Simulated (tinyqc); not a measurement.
Starting guesses with DIIS over 6 matrices: SCF starting guesses in the 3-21g basis, for Li+, spin multiplicity 1. Computed by the program tinyqc with PySCF. RHF with one setting changed at a time; a run stops when the energy changes by less than 1e-09 hartree and the error matrix is below 1e-5. Starts: the lowest orbitals of the core Hamiltonian, of the Wolfsberg-Helmholz matrix (K = 1.75), projected atomic densities, random orbitals, and the highest orbitals of the core Hamiltonian (a deliberately bad start).

Geometry (angstrom):
```
atom,x,y,z
Li,0.0000,0.0000,0.0000
```

lowest restricted solution found by these runs and by PySCF = -7.187095 hartree

Largest element of the error matrix X^T (FDS - SDF) X:
```
iteration,core,Wolfsberg-Helmholz,atomic densities,random,highest core orbitals
1,2.3e-01,1.2e-01,4.3e-02,1.0e+00,4.9e-03
2,3.1e-02,1.6e-02,9.2e-02,1.5e-01,2.3e-01
3,1.4e-04,6.4e-05,6.4e-02,2.0e-02,2.3e-01
4,9.5e-06,2.5e-06,3.2e-04,1.4e-04,1.0e-01
5,7.9e-10,1.1e-10,3.8e-05,6.0e-06,1.0e-04
6,-,-,1.3e-05,3.7e-07,1.3e-06
```

How each run ends:
```
run,iterations,E (hartree),state
core,5,-7.18709,lowest found
Wolfsberg-Helmholz,5,-7.18709,lowest found
atomic densities,7,-7.18709,lowest found
random,6,-7.18709,lowest found
highest core orbitals,7,-7.18709,lowest found
```

What does the comparison show, and why?

5 of 5 runs reach the lowest restricted solution found, in 5 to 7 iterations (fastest: core, Wolfsberg-Helmholz). The first errors are 2e-01, 1e-01, 4e-02, 1e+00, 5e-03; the deliberately bad start has the smallest one, so a small first error does not mark a good start.
